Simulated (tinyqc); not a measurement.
# Illuminated p-n diode, drift-diffusion by the Gummel loop with Scharfetter-Gummel fluxes: what changes with what

Abrupt junction at x = 0, p side from -Lp, n side to Ln, ohmic contacts. psi is counted from the intrinsic level; n = ni exp((psi - phin)/Vt), p = ni exp((phip - psi)/Vt). Contacts: p side psi = V - Vt ln(Na/ni), p = Na, n = ni^2/Na; n side psi = Vt ln(Nd/ni), n = Nd, p = ni^2/Nd. Constant mobilities, D = mu Vt, Boltzmann statistics, SRH recombination through a mid-gap level, U = (n p - ni^2)/(tp (n + ni) + tn (p + ni)). Current is positive from the p contact to the n contact.

Parameters, values chosen for the exercise; band and dielectric values close to those of silicon:
- T = 300 K (temperature)
- Eg = 1.11 eV (band gap)
- eps_r = 11.6 (relative permittivity)
- Nc = 2.79e19 cm^-3 (conduction-band density of states at T)
- Nv = 2.62e19 cm^-3 (valence-band density of states at T)
- Na = 3.4e15 cm^-3 (acceptor density of the p side)
- Nd = 1.2e16 cm^-3 (donor density of the n side)
- mun = 1100 cm^2/(V s) (electron mobility)
- mup = 390 cm^2/(V s) (hole mobility)
- tn = 3e-7 s (SRH lifetime of electrons)
- tp = 1e-7 s (SRH lifetime of holes)
- Lp = 1.7 um (length of the p side)
- Ln = 1.1 um (length of the n side)

Constants: q = 1.602176634e-19 C, kB = 1.380649e-23 J/K, Vt = kB T/q, eps0 = 8.8541878128e-14 F/cm where lengths are in cm. Results are converted to the units shown.

Each table varies one quantity; the others keep the values above.

## Current against voltage in the dark

ni = sqrt(Nc Nv) exp(-Eg/(2 Vt)), Eg in volts. Poisson and both continuity equations are solved self-consistently with Scharfetter-Gummel fluxes on a graded mesh of 500 nodes. J_scr is q times the integral of U between -xp and xn. Ideal diffusion current J_id = q ni^2 [Dn coth(wp/Le)/(Le Na) + Dp coth(wn/Lh)/(Lh Nd)] (exp(V/Vt) - 1), Le = sqrt(Dn tn), Lh = sqrt(Dp tp), wp = Lp - xp, wn = Ln - xn, with xp and xn from the depletion approximation (W = sqrt(2 eps0 eps_r (Vbi - V)(1/Na + 1/Nd)/q), xp = W Nd/(Na + Nd), xn = W Na/(Na + Nd), Vbi = Vt ln(Na Nd/ni^2)). Ideality factor = 0.004 V/(Vt ln[J(V + 0.004 V)/J(V)]). Here G = 0.

In this table G = 0 cm^-3 s^-1.

Results:

| V (V) | J (A/cm^2) | ideality factor | J_scr/J (%) | J_id (A/cm^2) | share recombining at the contacts (%) | larger minority/doping at -xp and xn |
|---|---|---|---|---|---|---|
| 0.14 | 8.59e-7 | 1.29 | 50.6 | 4.30e-7 | 49.3 | 4.90e-9 |
| 0.19 | 4.16e-6 | 1.16 | 30.1 | 2.95e-6 | 69.8 | 3.37e-8 |
| 0.24 | 2.34e-5 | 1.08 | 15.2 | 2.01e-5 | 84.6 | 2.31e-7 |
| 0.29 | 1.45e-4 | 1.04 | 7.02 | 1.37e-4 | 92.8 | 1.59e-6 |
| 0.35 | 0.00139 | 1.02 | 2.64 | 0.00137 | 97.2 | 1.59e-5 |
| 0.45 | 0.0625 | 1.01 | 0.530 | 0.0635 | 99.3 | 7.34e-4 |
| 0.51 | 0.615 | 1.02 | 0.211 | 0.632 | 99.6 | 0.00710 |
| 0.56 | 4.02 | 1.05 | 0.0983 | 4.27 | 99.7 | 0.0438 |

Estimate the missing row, V = 0.4 V.

Computed row:

| V (V) | J (A/cm^2) | ideality factor | J_scr/J (%) | J_id (A/cm^2) | share recombining at the contacts (%) | larger minority/doping at -xp and xn |
|---|---|---|---|---|---|---|
| 0.4 | 0.00928 | 1.01 | 1.17 | 0.00934 | 98.7 | 1.09e-4 |

With this row back in the table: J rises from 8.59e-7 to 4.02 A/cm^2; the ideality factor goes from 1.29 through a minimum of 1.01 (at V = 0.45 V among the rows listed) to 1.05. Recombination in the depleted layer carries over half of the current up to V = 0.14 V, where the factor is 1.29; it grows roughly as exp(V/2 Vt), so diffusion overtakes it. Where the factor is lowest (V = 0.45 V), J is 1.5 % below the ideal diffusion current.

## Solar-cell figures against the uniform generation rate

Jsc = -J(0), collected share Jsc/(q G (Lp + Ln)), estimate q G [W + Le tanh(wp/2 Le) + Lh tanh(wn/2 Lh)] at V = 0 with Le = sqrt(Dn tn), Lh = sqrt(Dp tp), W, wp = Lp - xp and wn = Ln - xn from the depletion approximation; J(Voc) = 0; Vmp maximises -J V; FF = Pmax/(Jsc Voc).

Result of one run:

| G (cm^-3 s^-1) | Jsc (mA/cm^2) | collected share (%) | estimate of Jsc (mA/cm^2) | Voc (V) | Vmp (V) | FF | Pmax (mW/cm^2) |
|---|---|---|---|---|---|---|---|
| 3e20 | 8.02 | 59.6 | 8.10 | 0.394 | 0.325 | 0.727 | 2.30 |

What becomes of these results when the uniform generation rate G is changed from 3e20 to 4e18 cm^-3 s^-1, all else the same?

Result of the changed run:

| G (cm^-3 s^-1) | Jsc (mA/cm^2) | collected share (%) | estimate of Jsc (mA/cm^2) | Voc (V) | Vmp (V) | FF | Pmax (mW/cm^2) |
|---|---|---|---|---|---|---|---|
| 4e18 | 0.107 | 59.6 | 0.108 | 0.281 | 0.220 | 0.674 | 0.0202 |

The whole series:

| G (cm^-3 s^-1) | Jsc (mA/cm^2) | collected share (%) | estimate of Jsc (mA/cm^2) | Voc (V) | Vmp (V) | FF | Pmax (mW/cm^2) |
|---|---|---|---|---|---|---|---|
| 1e18 | 0.0267 | 59.6 | 0.0270 | 0.243 | 0.185 | 0.642 | 0.00417 |
| 4e18 | 0.107 | 59.6 | 0.108 | 0.281 | 0.220 | 0.674 | 0.0202 |
| 2e19 | 0.535 | 59.6 | 0.540 | 0.323 | 0.259 | 0.700 | 0.121 |
| 7e19 | 1.87 | 59.6 | 1.89 | 0.356 | 0.290 | 0.715 | 0.477 |
| 3e20 | 8.02 | 59.6 | 8.10 | 0.394 | 0.325 | 0.727 | 2.30 |

As G rises from 1e18 to 3e20, the collected share stays near 59.6 %, Voc rises from 0.243 to 0.394 V and FF rises from 0.642 to 0.727. The estimate of Jsc is within 0.98 % in all rows. Voc gains 61.2 mV a decade of Jsc, an ideality of 1.03.

tinyqc, about 0.8 s, one thread, Intel Xeon 2.30GHz (shared host): `OMP_NUM_THREADS=1 python tinyqc.py 2240124 2240125 out.jsonl`
